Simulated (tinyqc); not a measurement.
# Line constants from open and short measurements

Question. A uniform line of length len, under a quarter wavelength, has Z_open = Zc coth(gamma len) and Z_short = Zc tanh(gamma len); gamma Zc = r + i w l and gamma/Zc = g + i w c, w = 2 pi f. Find r, l and c.

Inputs (values chosen for the exercise):
- len = 5.5 mm (length)
- f = 2.1 GHz (frequency)

Zin with the far end open = 13.76646-123.52890i ohm
Zin with the far end shorted = 41.439669+24.911440i ohm

Solution. The product of the two impedances is Zc^2 and their ratio tanh^2(gamma len); the principal branch holds below a quarter wavelength.

r = 6.604 ohm/mm
l = 0.3744 nH/mm
c = 104.0 pF/m

Computed by the program tinyqc: `OMP_NUM_THREADS=1 python tinyqc.py 2810227 2810228 out.jsonl`, one thread of a shared Intel Xeon 2.30GHz, about 0.01 s for the whole run.
